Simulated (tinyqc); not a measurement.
Choice of the trial bonds: Wannier functions of a composite (isolated) pair of valence bands (bonds of an sp chain).

Each atom has a hybrid pointing left (<) and right (>). H(k): diagonal +V3 on A, -V3 on B; <A<|A>> = -V1a, <B<|B>> = -V1b, <A>|B<> = -V2, <B>|A<> = -V2p exp(ik); k in 1/a, Bloch sums with exp(ikR). The two lowest bands are filled. Trial functions in cell 0: g1 = cos(c) A> + sin(c) B<, and g2 = sin(c) B> + cos(c) A< of cell 1, whose Bloch vector has cos(c) exp(-ik) on A<. Projection A_mn = <psi_m|g_n>, S = A^+ A, Loewdin U = A S^(-1/2), Bloch-like states w_n = sum_m psi_m U_mn, H_W(k) = U^+ diag(E) U. P = sum_m |psi_m><psi_m| is free of phase choices, and S = g^+ P g, w = P g S^(-1/2).

Parameters, chosen for this exercise:

| symbol | value | unit | meaning |
|---|---|---|---|
| V2 | 4.58 | eV | coupling in the bond A-B inside the cell |
| V2p | 4.5 | eV | coupling in the bond to the next cell |
| V1a | 0.6 | eV | coupling of the two hybrids on A |
| V1b | 0.74 | eV | the same on B |
| V3 | 1.68 | eV | A at +V3, B at -V3 |
| xb | 0.56 | a | position of B (A at 0) |

N = 12; centres and spreads in real space with point-like hybrids at R and R + xb; smallest eigenvalue of S over the mesh.

Trial angle:

| c (deg) | smallest S | centre 1 (a) | centre 2 (a) | sum of centres | total spread (a^2) | H_12(R = 0), mean over k (eV) |
|---|---|---|---|---|---|---|
| 15 | 0.523 | 0.3758 | 0.7034 | 1.0792 | 0.1129 | -0.4978 |
| 30 | 0.770 | 0.3758 | 0.7034 | 1.0792 | 0.1129 | -0.4974 |
| 45 | 0.944 | 0.3758 | 0.7034 | 1.0792 | 0.1129 | -0.4972 |
| 55 | 0.996 | 0.3758 | 0.7034 | 1.0792 | 0.1129 | -0.4970 |
| 65 | 0.944 | 0.3758 | 0.7034 | 1.0792 | 0.1129 | -0.4969 |
| 75 | 0.838 | 0.3758 | 0.7034 | 1.0792 | 0.1129 | -0.4967 |
| 85 | 0.692 | 0.3758 | 0.7034 | 1.0792 | 0.1129 | -0.4965 |

The sum of the centres stays at 1.0792 a within 0.0000: it gives the electronic polarisation, modulo a, and is fixed by the filled space. Single centres move by less than 0.0001 a here and H_12(0), a matter of gauge, moves by 1 meV. The total spread runs only from 0.1129 to 0.1129 a^2, so the orthogonalisation repairs even poor trials; the projection is best at c = 55 degrees among these rows, and the two bonds, isolated, have c = 55 and 55.

(tinyqc, `OMP_NUM_THREADS=1 python tinyqc.py 1450624 1450625 out.jsonl`, Intel(R) Xeon(R) Processor @ 2.30GHz, 1 thread, shared host, about 0.3 s.)
